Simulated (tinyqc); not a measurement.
# Microkinetic model of low-temperature epitaxy from hydride gases: adsorption, hydrogen desorption and rate control, step by step

A worked calculation. Computed by tinyqc, a small Python program that keeps every step. Command: `OMP_NUM_THREADS=1 python tinyqc.py 3028921 3028922 out.jsonl hepi walk`. One thread of a shared host (Intel(R) Xeon(R) Processor @ 2.30GHz), about 0.01 s of CPU time with the checks. Intermediate numbers are printed to about 5 digits and carried at full precision; extremes and crossings named in words are read from the listed rows.

Each hydride molecule needs two free sites and leaves four hydrogen atoms, of which two leave at once as H2; theta is the hydrogen coverage, the site density is 6.78 per nm^2 and one layer is 1.358 angstrom thick.

Inputs (values chosen for the exercise, close to those used for silane on Si(001)): silane pressure p_S = 0.12 Pa; sticking prefactor of silane s0 = 0.03; adsorption barrier E_s = 0.17 eV; desorption prefactor nu_d = 3.8e+11 1/s; desorption energy on silicon E_d = 2.13 eV; hydrogen carrier pressure p_H = 1600 Pa; sticking of hydrogen s_H = 3.6e-07; temperature T = 770 C.

Film: silicon. Order of hydrogen desorption: first.

Constants: k_B = 8.617333262e-05 eV/K; u = 1.6605390666e-27 kg; k_B = 1.380649e-23 J/K.

## Rate constants

Flux per site F = p/(sqrt(2 pi M k_B T) x 6.78e18 per m^2), M = 32.12 u (silane), 2.016 u (hydrogen); s = s0 exp(-E_s/(k_B T)); k_S = s F_S = k; k_H = s_H F_H; k_d = nu_d exp(-E_d/(k_B T)). Temperatures in kelvin are T(C) + 273.15.

k = 1.1533 1/s

k_H = 4.8811 1/s

k_d = 19.458 1/s

## Coverage and growth rate

With k the hydride and k_H the hydrogen adsorption rate on free pairs and k_d the desorption rate, steady state: 2 (k + k_H)(1 - theta)^2 = k_d theta; growth rate R = k (1 - theta)^2 layers/s; 1 layer/s = 8.148 nm/min. With c = 2 (k + k_H)/k_d the free share is 1 - theta = 2/(1 + sqrt(1 + 4c)).

c = 0.62025

hydrogen coverage theta = 0.30210

growth rate R in layers = 0.56172 layers/s

growth rate G = 4.5769 nm/min

Adsorption and desorption share control.

## Degrees of rate control

X_i = d ln R/d ln k_i at fixed other constants. With f = 1 - theta and a = 2/f + 1/theta: d ln f/d ln k_d = 1/(a f), so X_d = 2/(a f), X_k = 1 - X_d k/(k + k_H), X_H = -X_d k_H/(k + k_H); they sum to 1.

X_d (desorption) = 0.46402

X_k (hydride adsorption) = 0.91132

X_H (hydrogen adsorption) = -0.37534

## Two regimes over temperature

Limits: desorption-limited R = k_d k/(2 (k + k_H)), adsorption-limited R = k.

Growth:
```
T (C)    theta  G (nm/min)  desorption limit (nm/min)  adsorption limit (nm/min)
400    0.99820  1.3463e-05                 1.3487e-05                      4.137
450    0.99353  2.0429e-04                 2.0562e-04                      4.888
500    0.98045  2.1548e-03                 2.1977e-03                      5.639
550    0.94888  1.6673e-02                 1.7571e-02                      6.381
600    0.88285  9.7539e-02                 1.1048e-01                      7.107
650    0.76424  4.3419e-01                 5.6814e-01                      7.812
700    0.58716  1.4473e+00                 2.4649e+00                      8.492
750    0.37996  3.5154e+00                 9.2519e+00                      9.144
800    0.20258  6.2111e+00                 3.0660e+01                      9.768
850    0.09337  8.5173e+00                 9.1223e+01                     10.362
```

The apparent activation energy of G is 2.28 eV between the first rows and 0.66 eV between the last; full hydrogen cover gives a value near the desorption energy (plus E_s where k_H far exceeds k), a bare surface one near E_s less k_B T/2 from the flux. The coverage passes one half between 700 and 750 C, the knee of the Arrhenius plot.

Checks made by the program: steady coverage against time integration of d theta/dt (relative difference below 1e-10); degree of control against a finite difference (relative difference below 1e-10).
